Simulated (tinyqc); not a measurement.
Inside a calculation. Model: read current of a NAND string, cells in series solved by shooting.

Program tinyqc, `OMP_NUM_THREADS=1 python tinyqc.py 2142047 2142048 out.jsonl`; Intel Xeon 2.30GHz, shared host, one thread, about 0.6 s. Printed values are rounded.

Cells in series, numbered from 0 at the source line (0 V) to the bit line, each followed by a gap resistance Rg. A cell with gate Vg, threshold VT, source Vs and drain Vd passes I = 2 nf K Vt^2 [F(Vs) - F(Vd)]/(1 + th max(Vg - VT, 0)), F(V) = ln^2(1 + exp((Vg - VT - nf V)/(2 nf Vt))). The selected cell has Vg = Vr, the others Vg = Vp.

Parameters, values chosen for the exercise; values of the order met in vertical NAND strings:
```
symbol  value    unit                                 meaning
T         300       K                             temperature
K          15  uA/V^2                   gain factor of a cell
nf        1.7                                    slope factor
th       0.11     1/V               mobility reduction factor
Rg         11    kohm     resistance of the gap between cells
Vbl       0.3       V                        bit-line voltage
Vp        7.4       V                            pass voltage
Vr       1.54       V  read voltage on the selected word line
```

Constants: q = 1.602176634e-19 C, kB = 1.380649e-23 J/K, Vt = kB T/q. Results are converted to the units shown.

## Step 1: node voltages for a trial current

first trial current = 0.54 uA
thresholds from the source end, cell 0 to 4 (V): [-1.4, -1.4, 0.9, -1.4, 4.2]

For a trial current I start at 0 V and, cell by cell (the selected one is cell 2), solve for the drain: sqrt(F(Vd)) = sqrt(F(Vs) - I/k), k = 2 nf K Vt^2/(1 + th max(Vg - VT, 0)), Vd = [Vg - VT - 2 nf Vt ln(exp(sqrt F) - 1)]/nf, then add I Rg.

node voltage after each cell and gap, trial 1, cell 0 to 4 (V): [0.01399718, 0.02801624, 0.1067462, 0.1209133, 0.1431831]

## Step 2: node voltages for a trial current

second trial current = 0.88 uA

As before.

node voltage after each cell and gap, trial 2, cell 0 to 4 (V): [0.02281667, 0.04569165, 0.1988526, 0.2221954, 0.2602215]

## Course of the secant iteration

Secant steps on the end voltage less Vbl, from the two trials; a trial above the saturation current of a cell has no solution and is moved halfway to the previous trial. Stop below 1e-9 V.

Course of the iteration:

| iteration | I (uA) | end voltage - Vbl (V) | halvings |
|---|---|---|---|
| 1 | 0.9955575 | 0.0128 | 0 |
| 2 | 0.9673751 | -1.17e-3 | 0 |
| 3 | 0.9697253 | -3.55e-5 | 0 |
| 4 | 0.9697990 | 9.71e-8 | 0 |
| 5 | 0.9697988 | -8.09e-12 | 0 |

Converged in 5 iterations to I = 0.96980 uA. The selected cell takes 56.8 % of the bit-line voltage and the gaps together 17.8 %.
